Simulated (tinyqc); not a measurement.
# Configuration-coordinate model of a defect: Huang-Rhys factor and luminescence line shape, step by step

A worked calculation. Computed by tinyqc, a small Python program that keeps every step. Command: `OMP_NUM_THREADS=1 python tinyqc.py 3017419 3017420 out.jsonl ccline walk`. One thread of a shared host (Intel(R) Xeon(R) Processor @ 2.30GHz), about 0.02 s of CPU time with the checks. Intermediate numbers are printed to about 5 digits and carried at full precision; extremes and crossings named in words are read from the listed rows.

Ground state E_g(Q) = (1/2) omega_g^2 Q^2; excited state E_e(Q) = E_0 + (1/2) omega_e^2 (Q - dQ)^2 with E_0 = E_ZPL - (hbar omega_e - hbar omega_g)/2. Q is mass-weighted; the dipole does not depend on Q (Condon approximation).

Inputs (values chosen for the exercise, for a model defect):
```
quantity                           value              unit
zero-phonon energy E_ZPL            1.06                eV
displacement dQ                     2.52  u^(1/2) angstrom
ground-state phonon hbar omega_g    10.3               meV
excited-state phonon hbar omega_e    9.2               meV
temperature T                         20                 K
refractive index n_r                2.66                 -
transition dipole mu                 2.1        e angstrom
quenching prefactor nu_0           8e+12               1/s
```

Modes: different frequencies.

Constants: hbar^2/u = 4.18015928e-03 eV angstrom^2; k_B = 8.617333262e-05 eV/K; hbar = 6.582119569e-16 eV s; e = 1.602176634e-19 C; eps_0 = 8.8541878128e-12 F/m; hbar = 1.054571817e-34 J s; c = 299792458 m/s.

## Huang-Rhys factors and vertical energies

S = hbar omega dQ^2/(2 hbar^2/u) for each state; relaxation energy S hbar omega; absorption at E_0 + S_e hbar omega_e, emission at E_0 - S_g hbar omega_g; the Stokes shift is their difference.

S_g = 7.8238

S_e = 6.9882

relaxation energy, ground state = 0.080585 eV

relaxation energy, excited state = 0.064292 eV

vertical absorption energy = 1.1248 eV

vertical emission energy = 0.97997 eV

Stokes shift = 0.14488 eV

The coupling is strong: a broad band, with almost no zero-phonon line.

## Franck-Condon overlaps

Overlaps <m_e|n_g> of harmonic-oscillator functions (Hermite recursion, positive leading coefficients) by a sum over an even grid (700 points from x = -9 to 9 + d for the small table, 1500 points from -16 to 16 + d for the thermal sums), with x = Q sqrt(omega_g/hbar), d = sqrt(2 S_g) and frequency ratio omega_e/omega_g.

<m_e|n_g>:
```
          n=0       n=1       n=2       n=3       n=4       n=5       n=6
m=0   0.02492   0.06578   0.12375   0.19160   0.25890   0.31525   0.35302
m=1  -0.06960  -0.15881  -0.25272  -0.32108  -0.34041  -0.30240  -0.21487
m=2   0.13644   0.26184   0.33555   0.31736   0.20853   0.04720  -0.11272
m=3  -0.21678  -0.33621  -0.31593  -0.16189   0.04534   0.20661   0.25828
```

From m = 0 these seven lines hold 34.8 % of the weight.

## Band at temperature T

Initial levels m = 0..24 carry Boltzmann weights exp(-m hbar omega_e/k_B T), normalised; final levels n = 0..79; a line lies at E_ZPL + m hbar omega_e - n hbar omega_g with weight w_m <m|n>^2. Moments are taken over these weights without the E^3 factor; FWHM = 2 sqrt(2 ln 2) x standard deviation; the zero-phonon weight is w_0 <0|0>^2, since the other m -> m lines are offset by m (hbar omega_e - hbar omega_g).

mean emission energy = 0.97938 eV

FWHM from the second moment = 0.072156 eV

zero-phonon weight = 6.1812e-04

skewness = -0.41280

## Crossing, radiative lifetime and thermal quenching

The curves cross at the root Q_c nearest dQ; the barrier is (1/2) omega_e^2 (Q_c - dQ)^2, with (1/2) omega^2 = (hbar omega)^2/(2 hbar^2/u). k_r = n_r omega^3 mu^2/(3 pi eps_0 hbar c^3) at the vertical emission energy, without local-field correction; k_nr = nu_0 exp(-barrier/k_B T) (Mott-Seitz); yield = k_r/(k_r + k_nr); T_1/2 = barrier/(k_B ln(nu_0/k_r)).

Q_c = 13.236 u^(1/2) angstrom

classical barrier = 1.1625 eV

radiative lifetime = 23.861 ns

luminescence yield = 1

quenching temperature T_1/2 = 1109.5 K

The barrier is so high that this route does not halve the yield below 1000 K. Caution: the curves cross far outside the range of the harmonic model, so the barrier and T_1/2 have no quantitative meaning.

## Width and zero-phonon weight against temperature

For comparison: FWHM(0) sqrt(coth(hbar omega_e/2 k_B T)) with FWHM(0) from the first row, and exp(-S_g coth(hbar omega_e/2 k_B T)).

Against temperature:
```
T (K)  mean energy (eV)  FWHM (eV)  coth law (eV)  zero-phonon weight  exp(-S coth)
5.3             0.97938    0.07181        0.07181          6.2110e-04    4.0011e-04
16.0            0.97938    0.07190        0.07190          6.2032e-04    3.9226e-04
32.0            0.97934    0.07441        0.07441          5.9901e-04    2.2468e-04
53.0            0.97920    0.08213        0.08212          5.3825e-04    3.5980e-05
85.0            0.97892    0.09627        0.09625          4.4422e-04    7.8756e-07
130.0           0.97847    0.11520        0.11514          3.4789e-04    1.8419e-09
180.0           0.97794    0.13389        0.13377          2.7788e-04    1.6167e-12
```

The width grows by a factor 1.86, flat while k_B T is well below hbar omega and as sqrt(T) above; the coth law, exact only for equal frequencies, misses by at most 0.090 %. The mean energy moves by -1.4 meV because the frequencies differ. The zero-phonon weight goes from 6.21e-4 to 2.78e-4, against 4.00e-4 to 1.62e-12 for the exponential rule, which assumes many modes of equal frequency in both states.

Checks made by the program: grid overlaps at equal frequencies against the Poisson weights (relative difference below 1e-10).
